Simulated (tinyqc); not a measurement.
## Level and width from two currents at zero temperature

Inverse problem. In a resonant-tunnelling diode at zero temperature a sharp resonance at Er = E0 - alpha V between the emitter band edge and Ef carries J = K (pi/2) G Tp (Ef - Er), K = q^3 mw m0/(2 pi^2 hbar^3) (times 1e-4 for A/cm^2 per eV^2), with G its full width and Tp its peak transmission, G Tp taken as constant, and no back flow. Find G Tp and E0.

Parameters, values chosen for the exercise; masses and offsets close to those of GaAs wells and AlGaAs barriers:
- mw = 0.065 m0 (mass in the well, spacer and contacts)
- Ef = 0.041 eV (Fermi energy of both contacts above their band edges)
- alpha = 0.42 (share of the bias at the well)

Constants: q = 1.602176634e-19 C, hbar = 1.054571817e-34 J s, m0 = 9.1093837015e-31 kg. Results are converted to the units shown.

J at V = 0.032 and 0.1 V (kA/cm^2): 29.146994  194.31329

Solution. J is linear in V: the slope gives G Tp, and the onset V0, where the line meets zero, gives E0 = Ef + alpha V0.

G Tp = 3.50 meV
E0 = 0.0494 eV

Numbers from tinyqc (`OMP_NUM_THREADS=1 python tinyqc.py 2600070 2600071 out.jsonl`; about 0.2 s on one thread of a shared Intel Xeon 2.30GHz).
